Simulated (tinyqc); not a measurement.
Self-heating of a transistor with one or more fingers, with temperature-dependent conductivity: one step, computed by the program tinyqc.

N long parallel fingers lie on the top face of a slab whose bottom is held at T_0; the top is otherwise insulated, and heat flows in two dimensions. P in W/mm is 1000 P in W/m.

Question. Extra rise from ballistic phonons. Near a source smaller than the free path, Fourier's law overstates the flow. Rough estimate: a strip that emits phonons into a half space adds a resistance times area of 4 Lambda/(3 kappa_0), from the ballistic flux C v Delta T/4 with kappa_0 = C v Lambda/3, so Delta T_b = 4 Lambda P/(3 kappa_0 w); Knudsen number Lambda/w.

Inputs (values chosen for the exercise, modelled on gallium arsenide):
```
quantity                                      value        unit
conductivity at the base temperature kappa_0   37.7     W/(m K)
power per gate width P                         0.44        W/mm
width of the heat source w                     0.23  micrometre
phonon free path Lambda                          73          nm
```

Power: fixed power.

largest theta = 30.85771 K

Give: Knudsen number; ballistic rise Delta T_b; Delta T_b / largest theta.

Answer.

Knudsen number = 0.3174

ballistic rise Delta T_b = 4.939 K

Delta T_b / largest theta = 0.1601

By this estimate the ballistic term is at most a fifth of the Fourier rise.
